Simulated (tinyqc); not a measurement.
# Metal gate on a two-layer dielectric stack with fixed charge and a dipole, step by step

tinyqc, about 0.01 s, one thread, Intel Xeon 2.30GHz (shared host): `OMP_NUM_THREADS=1 python tinyqc.py 2010144 2010145 out.jsonl` Printed values are rounded.

Gate, layer 2, layer 1, p-type semiconductor; x runs from the gate inwards. Charges are counted in units of +q. psi is the band bending at the surface, positive towards inversion. Classical charge, Boltzmann statistics, no interface traps.

Inputs (values chosen for the exercise); band and dielectric values close to those of silicon, layer 1 close to silicon nitride, layer 2 close to aluminium oxide: temperature T = 350 K; band gap Eg = 1.13 eV; relative permittivity eps_r = 11.7; conduction-band density of states at T Nc = 3.55e19 cm^-3; valence-band density of states at T Nv = 3.3e19 cm^-3; electron affinity chi = 3.99 eV; acceptor density Na = 1.2e18 cm^-3; work function of the gate metal pM = 4.13 eV; thickness of layer 1, next to the semiconductor t1 = 1.5 nm; relative permittivity of layer 1 e1 = 7.5; thickness of layer 2, next to the gate t2 = 4.6 nm; relative permittivity of layer 2 e2 = 9.16; fixed charge at the semiconductor interface Q1 = 5.7e11 cm^-2; fixed charge between the layers Q2 = -1e11 cm^-2; uniform charge density in layer 1 r1 = 1.8e18 cm^-3; uniform charge density in layer 2 r2 = 0 cm^-3; flat-band shift by a dipole layer between the layers Vd = 0 V; band bending psi of the working point ps = -0.165 V.

Constants: q = 1.602176634e-19 C, kB = 1.380649e-23 J/K, Vt = kB T/q, eps0 = 8.8541878128e-14 F/cm where lengths are in cm. Results are converted to the units shown.

Range of the model: At the working point ps the carrier density at the surface is 8.6 times the band density of states, where degeneracy and quantisation, left out here, matter.

## Equivalent thickness and work-function difference

EOT = 3.9 (t1/e1 + t2/e2), Cox = eps0/(t1/e1 + t2/e2); phi_ms = pM - (chi + Eg - Vt ln(Nv/Na)).

EOT = 2.73852 nm
Cox = 1.26095 uF/cm^2
share of layer 1 in the EOT = 28.4826 %
phi_ms = -0.890042 V

## Flat-band voltage, term by term

EOT = 3.9 (t1/e1 + t2/e2), Cox = eps0/(t1/e1 + t2/e2); phi_ms = pM - (chi + Eg - Vt ln(Nv/Na)). Vfb = phi_ms + Vd - (q/eps0) [Q1 (t1/e1 + t2/e2) + Q2 t2/e2 + r1 (t1^2/(2 e1) + t1 t2/e2) + r2 t2^2/(2 e2)]: each charge counts with its electrical distance from the gate.

terms (V): phi_ms -0.890042, dipole 0.000000, Q1 -0.072425, Q2 0.009087, r1 -0.029421, r2 0.000000
Vfb = -0.982800 V

Apart from phi_ms the largest term is that of Q1, -72.4 mV; all charges and the dipole together move Vfb by -92.8 mV.

## Threshold voltage

ni = sqrt(Nc Nv) exp(-Eg/(2 Vt)), Eg in volts, pB = Vt ln(Na/ni), Vth = Vfb + 2 pB + sqrt(4 q eps0 eps_r Na pB)/Cox.

ni = 2.50455e11 cm^-3
pB = 0.463941 V
depletion charge = 0.607959 uC/cm^2
Vth = 0.427224 V

## Charge in the semiconductor

ni = sqrt(Nc Nv) exp(-Eg/(2 Vt)), Eg in volts. Qs = -sign(psi) sqrt(2 q eps0 eps_r Na Vt [exp(-u) + u - 1 + (ni/Na)^2 (exp(u) - u - 1)]), u = psi/Vt.

Qs = 1.66648 uC/cm^2

The surface is accumulated.

## Fields and voltage drops

Gauss: D = -Qs just inside the semiconductor; going towards the gate subtract q Q1, then q r1 t1, q Q2 and q r2 t2. Field = D/(eps0 e); the drop over a layer is its mean field times its thickness; Vg = phi_ms + Vd + psi + both drops.

```
place,D (uC/cm^2),field (MV/cm)
"layer 2, gate side",-1.78505,-2.20092
"layer 2, inner side",-1.78505,-2.20092
"layer 1, outer side",-1.80107,-2.71219
"layer 1, semiconductor side",-1.75781,-2.64705
semiconductor surface,-1.66648,-1.60867
```

drop over layer 2 = -1.01243 V
drop over layer 1 = -0.401943 V
Vg = -2.46941 V

The same Vg follows from Vfb + psi - Qs/Cox. The largest field, 2.71 MV/cm in size, is at: layer 1, outer side.
